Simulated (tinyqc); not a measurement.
Thermal RC ladder, step response: pulse trains: peak against mean temperature.

A ladder of 2 nodes: R_i joins node i to node i + 1, the last R to the ambient; C_i is the heat capacity of node i; theta is the rise above ambient, zero at t = 0. d theta/dt = -A theta + b with b = (Pw/C_1, 0, ...), times in ms.

A = C^(-1) K, K_ii = 1/R_(i-1) + 1/R_i (no first term for node 1), K_(i,i+1) = K_(i+1,i) = -1/R_i. The time constants tau_k are the inverse eigenvalues of A; the rise of node 1 per watt is Z(t) = sum_k r_k (1 - exp(-t/tau_k)), with r_k = v_k1^2 tau_k/C_1 and v_k the unit eigenvectors of C^(-1/2) K C^(-1/2). For pulses of length tp = 1 ms and period tp/D, the steady peak rise per watt is sum_k r_k (1 - exp(-tp/tau_k))/(1 - exp(-tp/(D tau_k))), and the mean is D sum R.

Parameters, values chosen for the exercise:
- R = [0.8, 1.2] K/W (resistances, junction to ambient)
- C = [0.85, 1.7] mJ/K (heat capacities of the nodes)
- Pw = 11 W (power at node 1 from t = 0)

Pulse trains: peak against mean temperature:

| D | peak (K/W) | mean (K/W) | peak/mean | peak rise (K) |
|---|---|---|---|---|
| 0.01 | 0.6978 | 0.02000 | 34.89 | 7.676 |
| 0.02 | 0.6978 | 0.04000 | 17.45 | 7.676 |
| 0.05 | 0.6989 | 0.1000 | 6.989 | 7.688 |
| 0.1 | 0.7211 | 0.2000 | 3.606 | 7.932 |
| 0.2 | 0.8259 | 0.4000 | 2.065 | 9.084 |
| 0.3 | 0.9576 | 0.6000 | 1.596 | 10.53 |
| 0.5 | 1.243 | 1.000 | 1.243 | 13.67 |
| 0.8 | 1.693 | 1.600 | 1.058 | 18.62 |

The peak rises from 0.698 to 1.69 K/W, while its ratio to the mean falls from 34.9 to 1.06. In the first row the peak is within 0.01 % of that of a single pulse, 0.698 K/W.

Computed by the program tinyqc: `OMP_NUM_THREADS=1 python tinyqc.py 2520071 2520072 out.jsonl`, one thread of a shared Intel Xeon 2.30GHz, about 0.01 s for the whole run.
